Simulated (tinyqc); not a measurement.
Ewald sum of point charges, fluorite, strained along z by a factor 0.96, lattice, step by step. Computed by tinyqc, a small Python program that keeps every step. Command: `OMP_NUM_THREADS=1 python tinyqc.py 24845 24846 out.jsonl` (the two numbers bound the seeds that draw the settings). One thread of a shared host (Intel(R) Xeon(R) Processor @ 2.60GHz), about 0.09 s of CPU time with the checks.

## Ewald sum with eta = 0.444 1/bohr

cell vectors (rows) (bohr):
$$\begin{pmatrix}
0.00000 & 3.66000 & 3.51400 \\
3.66000 & 0.00000 & 3.51400 \\
3.66000 & 3.66000 & 0.00000
\end{pmatrix}$$

Charges:
```
q              f1       f2       f3
2.00000   0.00000  0.00000  0.00000
-1.00000  0.25000  0.25000  0.25000
-1.00000  0.75000  0.75000  0.75000
```

Real space: 1/2 sum q_i q_j erfc(eta r)/r over all images with r > 0; reciprocal space: (2 pi/V) sum_(G != 0) exp(-G^2/4 eta^2)/G^2 |S(G)|^2 with S(G) = sum q exp(i G.r); self term -eta/sqrt(pi) sum q^2; background -pi Q^2/(2 V eta^2), Q the total charge.

Real-space shells (first ones):
```
r (bohr)  pairs  sum (hartree)
3.12807      16       -0.25325
3.51400       4        0.01557
3.66000       8        0.02356
5.07383      24        0.00683
5.17602      12        0.00267
5.87207      16       -0.00062
6.04781      32       -0.00077
6.25615      16        0.00011
7.02800       6       8.71e-06
7.32000      12       7.05e-06
7.82767      32      -3.63e-06
7.92391      16       6.57e-07
```

Reciprocal shells (first ones that count):
```
G^2 (1/bohr^2)  vectors  sum (hartree)
2.27283               8        0.05263
2.94712               4        0.03452
3.19710               2        0.01159
8.16707              16       1.66e-05
8.66703               8       4.15e-06
9.09134               8       9.24e-06
14.06131              8       2.74e-09
14.56127             16       2.80e-09
14.73559              8       4.44e-09
14.98557              8       3.18e-09
15.73552              8       1.17e-09
```

## The total does not depend on eta

The same sums for other eta.

Totals (hartree per cell):
```
eta          real  reciprocal      self  background       total
0.44400  -0.20590     0.09876  -1.50300     0.00000  -1.6101448
0.66800  -0.01487     0.66600  -2.26127     0.00000  -1.6101448
0.84800  -0.00087     1.26132  -2.87060     0.00000  -1.6101448
```

shortest distance = 3.12807 bohr

Madelung constant -E d / (formula units |q+ q-|) = 2.51833
